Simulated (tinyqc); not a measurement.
Inside a calculation. Model: X-ray photoelectron analysis of a thin oxide on a semiconductor: attenuation lengths, thickness, angle series and band offsets. Computed by tinyqc, a small Python program that keeps every step. Command: `OMP_NUM_THREADS=1 python tinyqc.py 3114252 3114253 out.jsonl xps walk`. One thread of a shared host (Intel(R) Xeon(R) Processor @ 2.30GHz), about 0.01 s of CPU time with the checks. Intermediate numbers are printed to about 6 digits and carried at full precision; extremes and crossings named in words are read from the listed rows.

The same element is seen in the oxide and in the substrate, at nearly the same kinetic energy; films are flat and uniform, and the work function is ignored.

Inputs (values chosen for the exercise, modelled on SiO2 on silicon):
```
quantity,value,unit
photon energy,650,eV
binding energy of the core level,99.4,eV
oxide density,2.25,g/cm^3
oxide formula mass,60.08,g/mol
valence electrons per oxide formula,16,-
oxide gap,8.85,eV
substrate density,2.33,g/cm^3
substrate formula mass,28.09,g/mol
valence electrons per substrate formula,4,-
substrate gap,1.12,eV
oxide thickness d,0.83,nm
emission angle from the normal,30,degrees
attenuation length over inelastic mean free path,0.95,-
carbon overlayer,0.88,nm
counts in the two peaks together,200000,-
valence band offset used to make the data,4.34,eV
"core level less valence band top, substrate",98.75,eV
"core level less valence band top, thick oxide",98.49,eV
field in the oxide,0.043,MV/cm
```

## Inelastic mean free paths

TPP-2M: lambda = E/(E_p^2 [b ln(c E) - C/E + D/E^2]) in angstrom, E_p = 28.8 sqrt(N_v rho/M), b = -0.10 + 0.944/sqrt(E_p^2 + E_g^2) + 0.069 rho^0.1, c = 0.191/sqrt(rho), U = N_v rho/M, C = 1.97 - 0.91 U, D = 53.4 - 20.8 U, with E = photon energy less binding energy in eV. Attenuation length L = factor x lambda.

kinetic energy E = 550.6 eV

Terms:
```
layer,E_p (eV),b,c,lambda (nm)
oxide,22.2935,0.0141850,0.127333,1.91554
substrate,16.5892,0.0318658,0.125128,1.51571
```

L in the oxide = 1.81976 nm

L in the substrate = 1.43993 nm

## Peak ratio

R_0 = (rho_o/M_o) L_o/((rho_s/M_s) L_s); peak ratio R = I_ox/I_sub = R_0 [exp(d/(L_o cos theta)) - 1]; hence d = L_o cos theta ln(1 + R/R_0). A carbon layer weakens both peaks alike, by exp(-d_C/(L_o cos theta)) if its L is taken equal to L_o. This R_0 leaves out intrinsic losses from the substrate peak, so calibrated values can be larger.

R_0 = 0.570588

d/(L_o cos theta) = 0.526663

ratio R = 0.395573

oxide share of the counts = 0.283448

attenuation by carbon = 0.572130

depth 3 L_o cos theta = 4.72788 nm

## Error budget of the thickness

With x = d/(L_o cos theta): d ln d/d ln R = (1 - exp(-x))/x = -d ln d/d ln R_0; counting error of R = 1/sqrt(N f (1 - f)), f the oxide share, which times the sensitivity gives that of d; an angle error adds tan(theta) d theta; d is proportional to L_o at fixed R_0. Assumed errors: 5 % in R_0, 1 degree, 5 % in L_o.

sensitivity to R = 0.777400

counting error of d = 0.385717 %

R_0 = 3.88700 %

angle = 1.00767 %

L_o = 5 %

The attenuation length is the largest of these terms.

## Angle series: uniform film or islands?

Islands: half of the surface carries 2 d and half none, R = R_0 (1/2)(1 - t)/(1/2 + t/2) with t = exp(-2 d/(L_o cos theta)); the apparent thickness is read with the uniform formula.

Against the angle:
```
theta (degrees),"R, uniform","R, islands","apparent d, islands (nm)"
0,0.32975,0.243586,0.646937
20,0.35649,0.257072,0.636015
35,0.42513,0.288489,0.609965
45,0.51698,0.324273,0.579046
55,0.69319,0.377353,0.529845
65,1.10832,0.452427,0.449013
75,2.75338,0.537924,0.312787
```

A uniform film gives d = 0.83 nm at every angle. The island film of the same volume reads 0.647 nm at normal emission and 0.313 nm at 75 degrees; its ratio cannot pass R_0, since the bare half always shows the substrate.

## Band offsets by core levels

Valence band offset = (E_core - E_v)(substrate) - (E_core - E_v)(oxide) + (core level separation at the interface, oxide less substrate). The separation is made here from the given offset; a uniform field F that raises the binding energy towards the surface shifts the oxide peak by e F <z>, <z> = d/(1 - exp(-x)) - d/x, x = d/(L_o cos theta), being the mean distance from the interface. Conduction band offset = oxide gap - substrate gap - valence band offset.

separation without field = 4.08 eV

<z> = 0.451260 nm

separation with field = 4.08194 eV

apparent valence band offset = 4.34194 eV

true conduction band offset = 3.39 eV

apparent conduction band offset = 3.38806 eV

The field biases both offsets by 0.0019 eV, in opposite directions.

Checks made by the program: thickness recovered (relative difference below 1e-10).
